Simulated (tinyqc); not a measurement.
Plane-averaged potentials: correction of a charged-defect supercell by a model charge and potential alignment (plane-averaged potentials). Computed by tinyqc, a small Python program. Command: `OMP_NUM_THREADS=1 python tinyqc.py 3113881 3113882 out.jsonl align walk`. One thread of a shared host (Intel(R) Xeon(R) Processor @ 2.30GHz), about 0.01 s of CPU time with the checks.

The "true" defect charge is (1 - x) q in a Gaussian of width sigma plus x q in one of width sigma_t, so the exact answer is known; the correction sees only a single model Gaussian of width sigma_m. A Gaussian of width s has the transform rho(G) = exp(-G^2 s^2/2), normalised to 1. A uniform background cancels q, so G = 0 is left out. Potentials are those felt by a unit positive charge. E_0 is the formation energy of the isolated defect, E_cell its value in the supercell, E_lat = E_iso - E_per of the model charge, C the true less the model potential far from the defect; the exact correction is E_0 - E_cell, and the error of a scheme is E_cell plus its correction less E_0.

Inputs (values chosen for the exercise, with screening close to that of diamond):

| quantity | value | unit |
|---|---|---|
| defect charge q | -2 | e |
| dielectric constant eps | 5.68 | - |
| edge of the cubic cell L | 13.2 | angstrom |
| width sigma of the true defect charge | 1.3 | angstrom |
| width sigma_m of the model charge | 1 | angstrom |
| share x of the charge in a wide tail | 0 | - |
| width sigma_t of the tail | 2.6 | angstrom |

Constants: e^2/(4 pi eps_0) = 14.39964548 eV angstrom.

Method. Plane-averaged potential at distance z from the defect: V(z) = (4 pi q/(eps L^3)) (e^2/(4 pi eps_0 e)) sum_(m != 0) rho(G_m) cos(G_m z)/G_m^2, G_m = 2 pi m/L, |m| <= 40.

Potentials (V):

| z/L | z (angstrom) | true | model | difference |
|---|---|---|---|---|
| 0.00 | 0.00 | -0.23600 | -0.27021 | 0.034208 |
| 0.05 | 0.66 | -0.21811 | -0.24558 | 0.027469 |
| 0.10 | 1.32 | -0.16998 | -0.18293 | 0.012949 |
| 0.15 | 1.98 | -0.10472 | -0.10510 | 0.000382 |
| 0.20 | 2.64 | -0.03578 | -0.02947 | -0.006313 |
| 0.25 | 3.30 | 0.02772 | 0.03648 | -0.008759 |
| 0.30 | 3.96 | 0.08133 | 0.09073 | -0.009406 |
| 0.35 | 4.62 | 0.12343 | 0.13297 | -0.009535 |
| 0.40 | 5.28 | 0.15358 | 0.16314 | -0.009555 |
| 0.45 | 5.94 | 0.17168 | 0.18124 | -0.009557 |
| 0.50 | 6.60 | 0.17771 | 0.18727 | -0.009557 |

What does the comparison show, and why?

The difference moves by 0.00 mV between z/L = 0.4 and 0.5: a plateau.
